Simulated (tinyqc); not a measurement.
# Tunnelling through a gate dielectric with the two-band (Franz) dispersion, WKB transmission and Tsu-Esaki current: effect of temperature

Electrons leave the emitter at x = 0. Energies E (motion across the layers) are in eV from the emitter Fermi level; the collector Fermi level lies at -V and offers states at every E. No charge in the dielectric and no image force: F1 = V/t1, U = phi1 - F1 x. With C = hbar^2/(2 m0), kappa = sqrt(m u (1 - u/Egx)/C), u = U - E where U > E and 0 elsewhere; T(E) = exp(-S), S = 2 times the integral of kappa over x.

Each layer adds (2/F) sqrt(m/C) [G(u at its left edge) - G(u at its right edge)] to S, with u = U - E (0 where negative) and G(u) = Egx^1.5 (th - sin(4 th)/4)/4, th = arcsin sqrt(u/Egx). J = J0 times the integral of T(E) N(E) dE, N = ln[(1 + exp(-E/Vt))/(1 + exp((-E - V)/Vt))], J0 = q^2 me m0 kB T/(2 pi^2 hbar^3) (times 1e-4 for A/cm^2 per eV), from E = -Ef to far above the barrier (T = 1 there), by quadrature converged to the digits shown.

Inputs (values chosen for the exercise); dielectric values close to those of silicon dioxide: Fermi energy of the emitter above its band bottom Ef = 0.5 eV; emitter mass in the supply function me = 1 m0; barrier of layer 1 above the emitter Fermi level at zero bias phi1 = 3.1 eV; tunnelling mass of layer 1 m1 = 0.48 m0; thickness of layer 1 t1 = 1.4 nm; gap parameter of the two-band dispersion, set freely Egx = 7.6 eV; voltage across the dielectric V = 0.9 V.

Constants: q = 1.602176634e-19 C, kB = 1.380649e-23 J/K, hbar = 1.054571817e-34 J s, m0 = 9.1093837015e-31 kg, Vt = kB T/q, hbar^2/(2 m0) = 0.0380998212 eV nm^2. Results are converted to the units shown.

Effect of temperature:
```
T (K)	J (A/cm^2)	mean E of the current (eV)
50	3280	-0.3212
100	3284	-0.3209
200	3297	-0.3196
300	3319	-0.3175
400	3350	-0.3145
500	3389	-0.3107
600	3438	-0.3061
750	3528	-0.2978
```

What does the comparison show?

Between 50 and 300 K the current changes by a factor of 1.01, and between 300 and 750 K by 1.06; the mean energy of the current rises from -0.321 to -0.298 eV. The transmission grows by a factor e over d = 0.866 eV near E = 0, equal to kB T/q at 10100 K: far below that temperature the thermal tail adds little.

Computed by the program tinyqc: `OMP_NUM_THREADS=1 python tinyqc.py 2540008 2540009 out.jsonl`, one thread of a shared Intel Xeon 2.30GHz, about 0.03 s for the whole run.
